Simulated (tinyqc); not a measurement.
Cabrera-Mott growth of a thin oxide under its own electric field: one step, computed by the program tinyqc. Command: `OMP_NUM_THREADS=1 python tinyqc.py 3026080 3026081 out.jsonl cabrera walk`. One thread of a shared host (Intel(R) Xeon(R) Processor @ 2.30GHz), about 0.02 s of CPU time with the checks.

Electrons cross the film freely and set a fixed potential V across it; the field V/x lowers the barrier for ions entering the oxide.

Problem. Limiting thickness. Growth counts as stopped when u exp(X1/x) falls to 1e-5 angstrom/s: x_L = X1/ln(1e-5/u), defined while u is below that rate; the critical temperature is T_c = W/(k_B ln(u0/1e-5)).

Inputs (values chosen for the exercise, for a model metal): barrier W = 1.45 eV; prefactor u0 = N Omega nu = 2.8e+13 angstrom/s; temperature T = 250 K.

Backward hops: kept.

u = 1.646056e-16 angstrom/s

X1 = 199.1335 angstrom

Constants: k_B = 8.617333262e-05 eV/K.

Give: limiting thickness x_L; critical temperature T_c.

Solution.

limiting thickness x_L = 8.0199 angstrom

critical temperature T_c = 396.14 K
